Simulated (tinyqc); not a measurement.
What moves the results: quaternary alloy A(x)B(1-x)C(y)D(1-y) matched to a substrate. A value that a table varies takes the place of the one given here.

Q(x,y) = x y Q_AC + x (1 - y) Q_AD + (1 - x) y Q_BC + (1 - x)(1 - y) Q_BD for the lattice constant. Gap, rule 1: Q(x,y) - x (1 - x)[y C_ABC + (1 - y) C_ABD] - y (1 - y)[x C_ACD + (1 - x) C_BCD]. Rule 2 (mean of ternaries): {x (1 - x)[y T_ABC(x) + (1 - y) T_ABD(x)] + y (1 - y)[x T_ACD(y) + (1 - x) T_BCD(y)]}/{x (1 - x) + y (1 - y)}, T_ABC(x) = x E_AC + (1 - x) E_BC - C_ABC x (1 - x), T_ACD(y) = y E_AC + (1 - y) E_AD - C_ACD y (1 - y), and alike. Only the Gamma valley is followed.

Matching a(x,y) = a_s gives x = (a_s - y a_BC - (1 - y) a_BD)/(y (a_AC - a_BC) + (1 - y)(a_AD - a_BD)).
Constants: hc = 1239.841984 eV nm.

Inputs chosen for the exercise (AC, AD, BC, BD near GaAs, GaP, InAs and InP; substrate near GaAs; not measured data): a = (5.652, 5.454, 6.05, 5.868) angstrom (lattice constants of AC, AD, BC, BD); Eg = (1.519, 2.911, 0.414, 1.428) eV (gaps at Gamma of AC, AD, BC, BD); Cb = (0.42, 0.673, 0.183, 0.09) eV (bowing of ABC, ABD, ACD, BCD); a_s = 5.652 angstrom (substrate); y = 0.45 (fraction of C).

## Along the matched line

x follows from y.

Results:

| y | x | bilinear (eV) | rule 1 (eV) | rule 2 (eV) | wavelength 1 (nm) | wavelength 2 (nm) |
|---|---|---|---|---|---|---|
| 0.01 | 0.5263 | 2.1964 | 2.0279 | 2.0356 | 611 | 609 |
| 0.13 | 0.5818 | 2.1304 | 1.9584 | 2.0189 | 633 | 614 |
| 0.25 | 0.6378 | 2.0601 | 1.8912 | 1.9698 | 656 | 629 |
| 0.37 | 0.6943 | 1.9854 | 1.8264 | 1.9079 | 679 | 650 |
| 0.49 | 0.7514 | 1.9063 | 1.7637 | 1.8395 | 703 | 674 |
| 0.61 | 0.8090 | 1.8226 | 1.7032 | 1.7672 | 728 | 702 |
| 0.73 | 0.8671 | 1.7344 | 1.6445 | 1.6925 | 754 | 733 |
| 0.85 | 0.9258 | 1.6416 | 1.5877 | 1.6160 | 781 | 767 |
| 0.97 | 0.9851 | 1.5441 | 1.5326 | 1.5385 | 809 | 806 |

The matched alloys span 1.533 to 2.028 eV by rule 1, monotonically in y. Along the line dx/dy is +0.462 between the first two rows and +0.494 between the last two. In energy the two rules differ most at y = 0.37, by 82 meV (29 nm there), which measures how far the ternary data leave the interior open. Miscibility gaps are not considered.

## What each parameter does

x is matched anew each time. Each row changes one parameter from the base and keeps the others.

Results:

| case | x | rule 1 (eV) | rule 2 (eV) |
|---|---|---|---|
| base | 0.7323 | 1.7844 | 1.8629 |
| y = 0.46 | 0.7371 | 1.7792 | 1.8571 |
| a_s = 5.648 angstrom | 0.7421 | 1.7997 | 1.8772 |
| Cb = (0.504, 0.808, 0.22, 0.108) eV | 0.7323 | 1.7545 | 1.8487 |
| Eg = (1.569, 2.911, 0.414, 1.428) eV | 0.7323 | 1.8009 | 1.8793 |
| a = (5.662, 5.454, 6.05, 5.868) angstrom | 0.7405 | 1.7971 | 1.8748 |

The largest shifts from the base row, up to three for each result and ties (the steps differ in size, so this ranks the rows, not the parameters). x: a_s +0.0098, a +0.0082, y +0.0048; unchanged at the printed digits by Cb and Eg. rule 1 (eV): Cb -0.0299, Eg +0.0165, a_s +0.0153. rule 2 (eV): Eg +0.0165, a_s +0.0143, Cb -0.0141.

tinyqc: `OMP_NUM_THREADS=1 python tinyqc.py 1080380 1080381 out.jsonl`; about 0.01 s, one thread, shared Intel(R) Xeon(R) Processor @ 2.30GHz.
